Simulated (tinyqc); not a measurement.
Inside a calculation: Stoner model of a band ferromagnet. Values are carried at full precision from step to step, so a last printed digit may differ when a step is redone from the rounded ones.

Density of states per atom and spin: flat with a rise to the top, D(e) = (M/W) [1 - sp + 4 sp (e/W + 1/2)^3]. Levels e -/+ I m/2 for up and down spin, m = n_up - n_down, n_up + n_down = nd. At zero temperature e(N) is the energy below which N states lie, and E(m) = sum over spins of integral e D de - I m^2/4.

Values chosen for the exercise: W = 5.6 eV (band width, e from -W/2 to W/2); M = 5 (states per atom and spin); nd = 9.32 (electrons per atom); sp = 0.28 (shape parameter); I = 0.94 eV (Stoner parameter).

## The paramagnetic state and the Stoner criterion

Find EF from nd/2 states per spin, D(EF) and the product I D(EF); below 1 the susceptibility is enhanced by 1/(1 - I D).

EF = 2.5857 eV
D(EF) = 1.5324 1/eV
I D(EF) = 1.4405

The paramagnet is unstable.

## Energy against moment

Tabulate the splitting that the band needs, e(n_up) - e(n_down), against I m, and E(m) - E(0), at nine moments up to saturation m_max = min(nd, 2M - nd).

Energy curve:
```
m      e(n_up) (eV)  e(n_down) (eV)  difference (eV)  I m (eV)  E - E(0) (meV)
0.000        2.5857          2.5857           0.0000    0.0000             0.0
0.085        2.6134          2.5579           0.0555    0.0799            -0.5
0.170        2.6407          2.5298           0.1109    0.1598            -2.1
0.255        2.6678          2.5014           0.1664    0.2397            -4.7
0.340        2.6947          2.4728           0.2220    0.3196            -8.3
0.425        2.7214          2.4439           0.2775    0.3995           -13.0
0.510        2.7478          2.4147           0.3331    0.4794           -18.7
0.595        2.7740          2.3853           0.3887    0.5593           -25.4
0.680        2.8000          2.3556           0.4444    0.6392           -33.2
```

dE/dm is half of (difference - I m), so E falls wherever I m exceeds the difference.

## The ground state

Take the lowest of E(0), the stationary points e(n_up) - e(n_down) = I m, and saturation.

m = 0.680 muB
exchange splitting I m = 0.639 eV
E - E(0) = -33.2 meV

n_up, n_down: [5.000, 4.320]

The moment is saturated (a strong ferromagnet): the majority band is full.

## Checks

- States in the band over M against 1: both 1.000000.

Computed by tinyqc, a small Python program: `OMP_NUM_THREADS=1 python tinyqc.py 1652127 1652128 out.jsonl` (the numbers bound the seed that draws the inputs); one thread of a shared host (Intel(R) Xeon(R) Processor @ 2.30GHz), about 0.3 s for the whole set of steps.
